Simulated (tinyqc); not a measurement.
Off-state leakage of single and stacked transistors: one step of the calculation.

n-channel devices of unit width. Subthreshold current I(Vg, Vs, Vd) = I0 (T/300 K)^0.5 exp[(Vg - Vs - VT(T) - gb (Vs - Vb) + dd (Vd - Vs))/(nf Vt)] (1 - exp(-(Vd - Vs)/Vt)), VT(T) = VT - cT (T - 300 K). Gate-edge tunnelling Ig (Vd/1 V) exp(ag (Vd - 1 V)), for a gate at 0 V, and band-to-band leakage Ab u exp(-Bb/u), u = Vd - Vb + 1 V, flow at a drain held at V; both are taken as independent of T. In a stack of off transistors (all gates at 0 V) the same subthreshold current passes through each.

Problem. New Vx. Stack of two, Vx the node between them: I_low = I(0, 0, Vx), I_up = I(0, Vx, V), f = ln(I_up/I_low), f' = -(1 + gb + 2 dd)/(nf Vt) - 1/(Vt (exp(Vx/Vt) - 1)) - 1/(Vt (exp((V - Vx)/Vt) - 1)), Vx(new) = Vx - f/f'.

Parameters, values chosen for the exercise; values of the order met in bulk silicon logic transistors:
```
symbol  value   unit                                             meaning
T         300      K                                         temperature
V         1.1      V                                      supply voltage
VT        0.5      V        threshold at 300 K, zero drain and body bias
cT        0.8   mV/K              fall of the threshold with temperature
I0       0.54  uA/um                       current at threshold at 300 K
nf       1.28                                               slope factor
dd       0.08                            drain-induced lowering per volt
gb        0.1         rise of the threshold per volt of source-body bias
Vb          0      V                                        body voltage
```

Constants: q = 1.602176634e-19 C, kB = 1.380649e-23 J/K, Vt = kB T/q. Results are converted to the units shown.

Vx at the start = 0.07 V

Find: I_low; I_up; f; f'; Vx after iteration 1.

Solution.

I_low = 1.636e-4 nA/um
I_up = 1.742e-4 nA/um
f = 0.06297
f' = -40.84 1/V
Vx after iteration 1 = 0.07154 V

Numbers from tinyqc (`OMP_NUM_THREADS=1 python tinyqc.py 2242063 2242064 out.jsonl`; about 0.04 s on one thread of a shared Intel Xeon 2.30GHz).
